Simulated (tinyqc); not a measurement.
Conductivities from two wire lengths.

Question. A wire with uniform heating p0 per length and ends at the substrate temperature has theta(L/2) = (p0/g)[1 - 1/cosh(L/(2 LH))], LH = sqrt(kap A/g). Find LH, g and kap.

Parameters, values chosen for the exercise:
```
symbol  value   unit                  meaning
A         150   nm^2            cross-section
p0       0.18  uW/nm  peak heating per length
```

theta at the middle for L = 140 and 280 nm (K): [69.623833, 146.85358]

Answer. With c = cosh(L1/(2 LH)) the longer wire has 2 c^2 - 1. The ratio of the two rises falls steadily from 4 to 1 as c grows, so it fixes c; g and kap follow.

LH = 71.1 nm
g = 0.890 W/(m K)
kap = 30.0 W/(m K)

Numbers from tinyqc (`OMP_NUM_THREADS=1 python tinyqc.py 2520068 2520069 out.jsonl`; about 0.01 s on one thread of a shared Intel Xeon 2.30GHz).
